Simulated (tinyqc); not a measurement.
# Phonon and roughness prefactors from two fields

Problem. At 300 K and high field 1/mu = E^(1/3)/Ap + E^gs/As, E in MV/cm. Find Ap and As.

Inputs (values chosen for the exercise): exponent of the roughness term gs = 2.

mu at E = 0.59 and 1.26 MV/cm (cm^2/(V s)): [407.35401, 235.49440]

Answer. Two linear equations in 1/Ap and 1/As.

Ap = 395.0 cm^2/(V s)
As = 1050 cm^2/(V s)

Program tinyqc, `OMP_NUM_THREADS=1 python tinyqc.py 2510139 2510140 out.jsonl`; Intel Xeon 2.30GHz, shared host, one thread, about 0.01 s.
